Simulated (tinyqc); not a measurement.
Tight-binding t2g bands of a cubic perovskite, step by step. Values are carried at full precision from step to step, so a last printed digit may differ when a step is redone from the rounded ones.

Orbitals yz, zx, xy (X, Y, Z below) times spin. E_xy = Dt + 2t (2 - cos x - cos y) + 2 td (1 - cos z) + 4 t2 (1 - cos x cos y) with x = kx a and so on; yz and zx follow by cyclic change, without Dt. Spin-orbit term -(Dso/3) L.sigma + Dso/3 with (L_k)_ij = -i epsilon_kij in X, Y, Z: for Dt = 0 the quartet lies at 0 and the doublet at Dso.

Constants: hbar^2/2m0 = 3.80998211 eV angstrom^2.

Parameters, chosen for this exercise (of the size met in SrTiO3 and KTaO3; not measured data): t = 0.273 eV (strong hopping); td = 0.057 eV (weak hopping); t2 = 0.072 eV (diagonal hopping in the plane of the orbital); Dt = 0 eV (shift of xy (tetragonal field or confinement)); k = (0.14, 0.07, 0) 2 pi/a (wave vector); Dso = 0.223 eV (spin-orbit splitting at Gamma); a = 4.024 angstrom (lattice constant).

## Orbital energies

Evaluate the three bands without spin-orbit coupling.

energies (eV): yz 0.1207, zx 0.3132, xy 0.3718

## The Hamiltonian

Add the spin-orbit term; + and - are the spin along z.

H(k) (eV), lower triangle (Hermitian):
```
          yz+       zx+      xy+      yz-     zx-     xy-
yz+    0.1950
zx+  -0.0743i    0.3876
xy+         0         0   0.4462
yz-         0         0   0.0743   0.1950
zx-         0         0  0.0743i  0.0743i  0.3876
xy-   -0.0743  -0.0743i        0        0       0  0.4462
```

## Levels and orbital weights

Diagonalise; the levels are twofold; weights summed over spin and averaged over the pair.

levels (eV): 0.1611  0.3388  0.5289

weights:
```
    pair 1  pair 2  pair 3
yz   0.903   0.009   0.088
zx   0.064   0.620   0.316
xy   0.033   0.371   0.596
```

The lowest pair is 90 % yz.

## Light and heavy masses without spin-orbit coupling

Along an axis in the plane of the orbital m/m0 = c/((t + 2 t2) a^2), and normal to it c/(td a^2); c = hbar^2/2m0.

masses (m0): light 0.564, heavy 4.128

ratio heavy/light = 7.32

## Levels at Gamma

At k = 0 the j_z = 3/2 pair stays at 0, and the other two pairs are E = (Dso + Dt)/2 -/+ sqrt((Dso + Dt)^2/4 - 2 Dso Dt/3).

levels at Gamma (eV): 0.0000  0.0000  0.2230

## Checks

- Levels at Gamma from the formula against the matrix: they agree to 1e-10 or better.

Computed by tinyqc, a small Python program: `OMP_NUM_THREADS=1 python tinyqc.py 1480591 1480592 out.jsonl` (the numbers bound the seed that draws the inputs); one thread of a shared host (Intel(R) Xeon(R) Processor @ 2.30GHz), about 0.01 s for the whole set of steps.
